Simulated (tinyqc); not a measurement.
Space-charge-limited current with shallow traps: from ohmic to space-charge-limited current.

One carrier type, drift only, an injecting contact at x = 0 (zero field) and thickness L. The share th = y/(1 + y), y = (Nc/Nt) exp(-Et/kB T), of the injected charge is free: J = q mu n F, eps0 eps_r dF/dx = q (n - n0)/th.

Ohmic J = q n0 mu V/L; Mott-Gurney J = (9/8) th eps0 eps_r mu V^2/L^3; they cross at Vx = 8 q n0 L^2/(9 th eps0 eps_r); traps fill at V_TFL = q Nt L^2/(2 eps0 eps_r). Exact: with u = n0/n(L), w = -u - ln(1 - u) and v = -u - u^2/2 - ln(1 - u), V = (q n0 L^2/(th eps0 eps_r)) v/w^2 and J = q^2 n0^2 mu L/(th eps0 eps_r w).

Values chosen for this exercise:
```
symbol   value        unit                              meaning
T          300           K                          temperature
eps_r     17.3                            relative permittivity
mu      0.0021  cm^2/(V s)                             mobility
L          250          nm                            thickness
Nc        1e20       cm^-3               band density of states
Nt      4.8e17       cm^-3                         trap density
Et        0.35          eV                           trap depth
n0        4e11       cm^-3  free carrier density in equilibrium
```

Constants: q = 1.602176634e-19 C, kB = 1.380649e-23 J/K, Vt = kB T/q, eps0 = 8.8541878128e-14 F/cm where lengths are in cm. Results are converted to the units shown.

Result of one run:
```
V (V)  J (A/cm^2)  ohmic (A/cm^2)  Mott-Gurney (A/cm^2)  d ln J/d ln V
0.14     1.839e-6        7.537e-7              1.247e-6          1.665
```

What becomes of these results when the voltage V is changed from 0.14 to 0.53 V, all else the same?

Result of the changed run:
```
V (V)  J (A/cm^2)  ohmic (A/cm^2)  Mott-Gurney (A/cm^2)  d ln J/d ln V
0.53     2.004e-5        2.853e-6              1.787e-5          1.890
```

The whole series:
```
V (V)   J (A/cm^2)  ohmic (A/cm^2)  Mott-Gurney (A/cm^2)  d ln J/d ln V
0.0096    5.459e-8        5.168e-8              5.864e-9          1.060
0.019     1.151e-7        1.023e-7              2.297e-8          1.137
0.037     2.570e-7        1.992e-7              8.711e-8          1.286
0.071     6.317e-7        3.822e-7              3.207e-7          1.477
0.14      1.839e-6        7.537e-7              1.247e-6          1.665
0.27      5.757e-6        1.453e-6              4.638e-6          1.801
0.53      2.004e-5        2.853e-6              1.787e-5          1.890
1         6.769e-5        5.383e-6              6.363e-5          1.939
2         2.626e-4        1.077e-5              2.545e-4          1.969
3.9       9.836e-4        2.099e-5              9.678e-4          1.984
```

The local exponent rises from 1.06 to 1.98, passing from ohmic towards the square law around Vx = 0.0846 V. In the last row J is 1.6 % above the Mott-Gurney value. For V = 0.0096, 0.019, 0.037, 0.071, 0.14, 0.27, 0.53, 1, 2 the voltage is under 100 kB T/q, where diffusion would add more than a third of the Mott-Gurney current.

Range of the model: Diffusion and a field-dependent mobility are left out. With injecting contacts the diffusion current, about 4 pi^2 Vt th eps0 eps_r mu V/L^3, equals the Mott-Gurney current at V = 35 kB T/q (0.9 V at 300 K), so the drift-only result needs V well above that.

Program tinyqc, `OMP_NUM_THREADS=1 python tinyqc.py 2370070 2370071 out.jsonl`; Intel Xeon 2.30GHz, shared host, one thread, about 0.01 s.
